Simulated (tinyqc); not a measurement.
Cell size and critical density at another thickness.

Inverse problem. In the cell model of oxide breakdown (cubic cells of edge a, defect density growing as t^al) the Weibull slope is beta = al tox/a, and for small l the critical density is N_bd = a^(-3) (A/a^2)^(-a/tox). Find a from the slope, and then the area A and the slope at 5.5 nm.

Values chosen for this exercise:
```
symbol,value,unit,meaning
al,0.96,,exponent of defect growth
```

Weibull slope at a thickness of 2.2 nm = 1.92
N_bd there, small-l form = 7.2484134e18 cm^-3

Answer. a = al tox/beta, and A = a^2 (a^3 N_bd)^(-tox/a).

a = 1.10 nm
A = 0.0130 um^2
slope = 4.80

Computed by the program tinyqc: `OMP_NUM_THREADS=1 python tinyqc.py 2070121 2070122 out.jsonl`, one thread of a shared Intel Xeon 2.30GHz, about 0.01 s for the whole run.
